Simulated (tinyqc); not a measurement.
## Cap thickness from the capacitance plateau

Problem. With only the buried channel on, 1/C = 1/Cox + (tc + zc)/(eps0 eps_r), Cox = eps0 eox/tox. Find tc and the oxide-equivalent thickness 3.9 eps0/C.

Inputs (values chosen for the exercise); band and dielectric values close to those of silicon:
```
symbol,value,unit,meaning
eps_r,11.8,,relative permittivity
eox,9.17,,relative permittivity of the gate insulator (close to aluminium oxide)
tox,3.5,nm,insulator thickness
zc,0.8,nm,depth of the hole centroid below the top of the SiGe
```

Constants: eps0 = 8.8541878128e-14 F/cm where lengths are in cm. Results are converted to the units shown.

plateau of C/Cox with only the buried channel on = 0.59231001

Answer. The cap and the centroid act as a second capacitor in series with the insulator.

tc = 2.30 nm
equivalent thickness = 2.51 nm

tinyqc, about 0.02 s, one thread, Intel Xeon 2.30GHz (shared host): `OMP_NUM_THREADS=1 python tinyqc.py 2042159 2042160 out.jsonl`
